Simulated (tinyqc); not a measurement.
Sweeping the field: donor near an oxide interface in a gate field (two-state model).

Interface at z = 0 (hard wall), donor at z = d, field F pulling electrons to the interface: potential e F z; 1 kV/cm = 1e-5 eV/angstrom, c = hbar^2/2m0, q = e^2/(4 pi eps0), Q = (eps - eo)/(eps + eo). Donor state: E_D = e F d - ED - q Q/(4 eps d), the last term joining the images of ion and electron. Interface state: z exp(-b z/2) exp(-rho^2/(2 L^2)) with E_z = c b^2/(4 mz) + 3 e F/b + q Q b/(8 eps), minimised over b; in the plane at z = 3/b the ion (distance D = d - 3/b) and its image (D' = d + 3/b) give E_rho = c/(mt L^2) - (q/eps)(sqrt(pi)/L)[erfcx(D/L) + Q erfcx(D'/L)], erfcx(x) = exp(x^2) erfc(x), minimised over L. E_I = E_z + E_rho.

The two states couple by t = t0 exp(-D/aD) with t0 = q/(eps aD) (2 aD/L) sqrt(aD b/2) v, v a valley factor; this form is an estimate. With detuning u = E_D - E_I the splitting is sqrt(u^2 + 4 t^2) and the lower state has weight (1 - u/sqrt(u^2 + 4 t^2))/2 on the donor.

Constants: hbar^2/2m0 = 3.80998211 eV angstrom^2; e^2/(4 pi eps0) = 14.39964547 eV angstrom.

Values chosen for the exercise (near those of a donor in Si below SiO2, static dielectric constants; not measured data):
- d = 180 angstrom (depth of the donor)
- ED = 31.9 meV (bulk binding energy)
- mz = 0.93 m0 (mass across the interface)
- mt = 0.194 m0 (mass in the plane)
- eps = 11.6 (dielectric constant of the semiconductor)
- eo = 3.9 (dielectric constant of the oxide)
- aD = 20.2 angstrom (donor radius)
- v = 0.48 (valley factor)
- Fl = (24.926, 25.02, 25.058, 25.076, 25.095, 25.132, 25.226) kV/cm (fields)

Both levels, the splitting, the donor weight and the mean depth w d + (1 - w) 3/b.

Results:
```
F (kV/cm)  E_D (meV)  E_I (meV)  splitting (meV)  donor weight  mean depth (angstrom)
24.926        12.110     12.303            0.195         0.996                  179.5
25.058        12.348     12.371           0.0340         0.846                  159.8
25.076        12.380     12.381           0.0245         0.507                  115.5
25.095        12.415     12.390           0.0344         0.149                   68.7
25.132        12.481     12.409           0.0757         0.027                   52.6
25.226        12.650     12.458            0.194         0.004                   49.6
```

Give the missing row, F (kV/cm) = 25.020.

Computed row:
```
F (kV/cm)  E_D (meV)  E_I (meV)  splitting (meV)  donor weight  mean depth (angstrom)
25.020        12.280     12.352           0.0764         0.973                  176.5
```

E_D rises by 1.80 and E_I by 0.51 meV per kV/cm, so they cross once, near 25.1 kV/cm, where the splitting is 2t = 0.0245 meV. The donor weight passes from 0.85 to 0.15 while the detuning goes from -2t to 2t, a window of 0.038 kV/cm or 0.15 % of the field; across the table the charge moves by 130 angstrom.

(tinyqc, `OMP_NUM_THREADS=1 python tinyqc.py 1251205 1251206 out.jsonl`, Intel(R) Xeon(R) Processor @ 2.30GHz, 1 thread, shared host, about 0.1 s.)
